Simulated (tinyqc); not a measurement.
Small-signal admittance of a forward-biased p+-n diode: one step of the calculation.

Holes injected into a neutral base of width wb with an ohmic contact at its end; low injection, p0 far above the equilibrium density. A small voltage v exp(i w t), w = 2 pi f, modulates the edge density by p0 v/Vt, and the small-signal density obeys Dp d2p/dx2 = (1/tau + i w) p.

Problem. Closed-form admittance. L = sqrt(Dp tau); direct current J = (q Dp p0/L) coth(wb/L); k = sqrt(1 + i w tau)/L; diffusion admittance Y = (q Dp p0/Vt) k coth(k wb) = G + i w C_diff; junction capacitance C_j = sqrt(q eps0 eps_r Nd/(2 Vr)) in the depletion approximation, with the remaining barrier Vr = Vt ln(Na/p0), a rough value under forward bias; base-width modulation is left out.

Values chosen for this exercise; permittivity close to that of 4H silicon carbide:
- T = 300 K (temperature)
- eps_r = 9.7 (relative permittivity)
- Nd = 1.3e15 cm^-3 (donor density of the base)
- Dp = 2.4 cm^2/s (hole diffusion coefficient)
- tau = 2e-9 s (hole lifetime)
- wb = 1 um (width of the neutral base)
- p0 = 3.5e11 cm^-3 (excess hole density at the junction edge)
- Na = 1e19 cm^-3 (acceptor density of the p+ side)
- f = 5.5e7 Hz (signal frequency)

Constants: q = 1.602176634e-19 C, kB = 1.380649e-23 J/K, Vt = kB T/q, eps0 = 8.8541878128e-14 F/cm where lengths are in cm. Results are converted to the units shown.

Wanted: L; J; k wb; Y; C_diff; C_j.

Solution.

L = 0.69282 um
J = 0.0021719 A/cm^2
k wb = 1.5192+0.4739i
Y = 0.085405+0.019505i S/cm^2
C_diff = 5.6443e-5 uF/cm^2
C_j = 0.014196 uF/cm^2

G is 1.02 times its low-frequency value J/Vt, and C_diff is 0.00398 times C_j.

Numbers from tinyqc (`OMP_NUM_THREADS=1 python tinyqc.py 2890121 2890122 out.jsonl`; about 0.01 s on one thread of a shared Intel Xeon 2.30GHz).
